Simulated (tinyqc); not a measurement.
What each parameter does: optical transitions of a finite quantum well.

Each carrier sees a square well of width L with its own depth V and masses m (inside), mb (outside); c = hbar^2/2m0, k = sqrt(m E/c), kappa = sqrt(mb (V - E)/c), and level n solves k L + 2 atan[(k/m)/(kappa/mb)] = n pi. The envelope is cos(kz) for odd n and sin(kz) for even n inside, joins exp(-kappa (|z| - L/2)) outside, and is normalised to 1. Excitons and band mixing are left out.

Constants: hbar^2/2m0 = 3.80998211 eV angstrom^2; hc = 1239.841984 eV nm.

Parameters, chosen for this exercise (near those of a GaAs well in AlGaAs; not measured data): L = 120 angstrom (well width); Eg = 1.503 eV (gap of the well); Vc = 0.211 eV (conduction offset); Vv = 0.115 eV (valence offset); me = 0.0662 m0 (electron, well); meb = 0.0886 m0 (electron, barrier); mh = 0.367 m0 (heavy hole along z, well); mhb = 0.387 m0 (heavy hole, barrier); ml = 0.0874 m0 (light hole along z, well); mlb = 0.112 m0 (light hole, barrier).

Edge wavelength hc/(Eg + e1 + hh1), squared overlap of e1 and hh1, and the confinement energies.

One parameter was then changed.

Results before and after:

| case | edge (nm) | overlap^2 | e1 (meV) | hh1 (meV) |
|---|---|---|---|---|
| base | 809.9 | 0.9865 | 22.6 | 5.3 |
| changed | 810.2 | 0.9828 | 22.6 | 4.7 |

Which of these changes was made? (a) Vc = 0.179 eV; (b) L = 132 angstrom; (c) Vv = 0.138 eV; (d) mh = 0.422 m0; (e) me = 0.0728 m0; (f) meb = 0.1063 m0; (g) Eg = 1.533 eV.

Answer: (d) mh = 0.422 m0. Of the candidates, run in turn, only this one gives the changed row.

All candidates:

| case | edge (nm) | overlap^2 | e1 (meV) | hh1 (meV) |
|---|---|---|---|---|
| base | 809.9 | 0.9865 | 22.6 | 5.3 |
| L = 132 angstrom | 811.9 | 0.9882 | 19.6 | 4.5 |
| Eg = 1.533 eV | 794.3 | 0.9865 | 22.6 | 5.3 |
| Vc = 0.179 eV | 810.4 | 0.9815 | 21.7 | 5.3 |
| Vv = 0.138 eV | 809.8 | 0.9832 | 22.6 | 5.4 |
| me = 0.0728 m0 | 810.5 | 0.9896 | 21.5 | 5.3 |
| mh = 0.422 m0 | 810.2 | 0.9828 | 22.6 | 4.7 |
| meb = 0.1063 m0 | 810.4 | 0.9849 | 21.7 | 5.3 |

Computed by tinyqc, a small Python program: `OMP_NUM_THREADS=1 python tinyqc.py 1252117 1252118 out.jsonl` (the numbers bound the seed that draws the inputs); one thread of a shared host (Intel(R) Xeon(R) Processor @ 2.30GHz), about 0.07 s for the whole set of steps.
